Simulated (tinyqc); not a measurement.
Photoconductance decay in a wafer: bulk and surface recombination modes, and iron detection by pair splitting: one step, computed by the program tinyqc. Command: `OMP_NUM_THREADS=1 python tinyqc.py 3110435 3110436 out.jsonl pcd walk`. One thread of a shared host (Intel(R) Xeon(R) Processor @ 2.30GHz), about 0.01 s of CPU time with the checks.

Both faces of the wafer have the same S; injection is low and all coefficients are constant. x runs from -W/2 to W/2.

Question. Decay rates of the even modes. Even modes cos(a x) obey b tan b = S W/(2 D) with b = a W/2, odd modes sin(a x) obey -b cot b = S W/(2 D); each decays at the rate 1/tau_b + D a^2.

Inputs (values chosen for the exercise, modelled on p-type silicon):

| quantity | value | unit |
|---|---|---|
| thickness W | 300 | micrometre |
| diffusivity D | 30.4 | cm^2/s |
| bulk lifetime tau_b without iron | 6.2 | microsecond |
| surface recombination velocity S | 34 | cm/s |

Give: the table «The first four even modes: b, surface rate and decay time» with the columns b_n, surface rate D a^2 (1/s), decay time (microsecond), for n = 0, 1, 2, 3.

Answer.

The first four even modes: b, surface rate and decay time:

| n | b_n | surface rate D a^2 (1/s) | decay time (microsecond) |
|---|---|---|---|
| 0 | 0.1292 | 2.2540e+03 | 6.1145 |
| 1 | 3.1469 | 1.3380e+06 | 0.6670 |
| 2 | 6.2859 | 5.3385e+06 | 0.1818 |
| 3 | 9.4266 | 1.2006e+07 | 0.0822 |
